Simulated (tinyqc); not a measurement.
Random telegraph noise from one oxide trap in a small MOSFET: two steps of the calculation.

An acceptor-like trap exchanges electrons with the channel. Inversion charge Q = Cox u, u = n Vt W0(exp((Vg - VT)/(n Vt))), W0 the Lambert function, n = nf, Cox = eps0 eox/tox; linear regime Id = (W/L) mu Q Vd. Relative to threshold the surface potential rises by Vt ln(u/u0) and the oxide voltage by the rest of Vg - VT, with u0 = n Vt W0(1).

Values chosen for this exercise; values of the order met in silicon transistors:
- T = 350 K (temperature)
- eox = 3.9 (relative permittivity of the gate insulator (close to silicon dioxide))
- tox = 2.4 nm (insulator thickness)
- xt = 0.82 nm (depth of the trap from the channel interface)
- nf = 1.39 (body factor)
- W = 140 nm (gate width)
- L = 40 nm (gate length)
- mu = 370 cm^2/(V s) (mobility)
- asc = 1.6e-16 V s (scattering coefficient of the charged trap)
- Vd = 0.05 V (drain voltage)

Constants: q = 1.602176634e-19 C, kB = 1.380649e-23 J/K, Vt = kB T/q, eps0 = 8.8541878128e-14 F/cm where lengths are in cm. Results are converted to the units shown.

Question 1. Step height. A = W L; threshold step dV = q (1 - xt/tox)/(Cox A); gm/Id = 1/(u + n Vt); relative step dI/I = (gm/Id) dV + asc mu/A. Id as defined.

u = 0.62661855 V
N = 5.6272336e12 cm^-2

Wanted: electrons in the channel N A; dV; gm/Id; number part of dI/I; dI/I; Id; dI.

Answer 1.

electrons in the channel N A = 315.1
dV = 1.309 mV
gm/Id = 1.496 1/V
number part of dI/I = 0.1958 %
dI/I = 0.3015 %
Id = 58.38 uA
dI = 176.0 nA

Question 2. Lorentzian spectrum. Spectrum S(f) = 4 dI^2/{(tc + te)[(1/tc + 1/te)^2 + (2 pi f)^2]}; corner fc = (1/tc + 1/te)/(2 pi); variance dI^2 tc te/(tc + te)^2. Give S at f = 0, at fc and at 10 fc.

tc = 1.8142962e-4 s
te = 1.2104675e-4 s
dI = 176.02288 nA

Give: fc; S(0); S(fc); S(10 fc); rms current.

Answer 2.

fc = 2192.0 Hz
S(0) = 2.1600e-18 A^2/Hz
S(fc) = 1.0800e-18 A^2/Hz
S(10 fc) = 2.1386e-20 A^2/Hz
rms current = 86.240 nA

The rms value is 0.490 of the step; it reaches its largest share, 1/2, when tc = te.

Range of the model: VT is taken as given; short-channel effects and the uneven flow of current among few electrons are left out.

Computed by the program tinyqc: `OMP_NUM_THREADS=1 python tinyqc.py 2710107 2710108 out.jsonl`, one thread of a shared Intel Xeon 2.30GHz, about 0.01 s for the whole run.
